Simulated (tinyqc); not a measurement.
Geometry relaxation of a small cluster: one step, computed by the program tinyqc.

E = sum_(i<j) phi(r_ij), phi(r) = eps [exp(-2 alpha (r - r0)) - 2 exp(-alpha (r - r0))]; the force on i is -sum_j phi'(r_ij) (R_i - R_j)/r_ij.

Problem. Energy and forces at the start. Evaluate E and the forces at the starting positions.

Inputs (values chosen for the exercise, for model atoms): length r0 = 2.83 angstrom; well depth eps = 0.71 eV; stiffness alpha = 1.32 1/angstrom.

Potential: Morse. Method: conjugate gradient.

starting positions (angstrom):
```
           x      y      z
atom 1     0   0.15  -0.08
atom 2  2.89  -0.02   0.21
atom 3  1.35    2.5   0.14
```

Give: distances; energy at the start; forces.

Solution.

distances (angstrom): 1-2 2.909, 1-3 2.719, 2-3 2.954

energy at the start = -2.089 eV

forces (eV/angstrom):
```
              x        y        z
atom 1  -0.0029  -0.3055  -0.0109
atom 2  -0.2923   0.2150  -0.0225
atom 3   0.2952   0.0906   0.0334
```
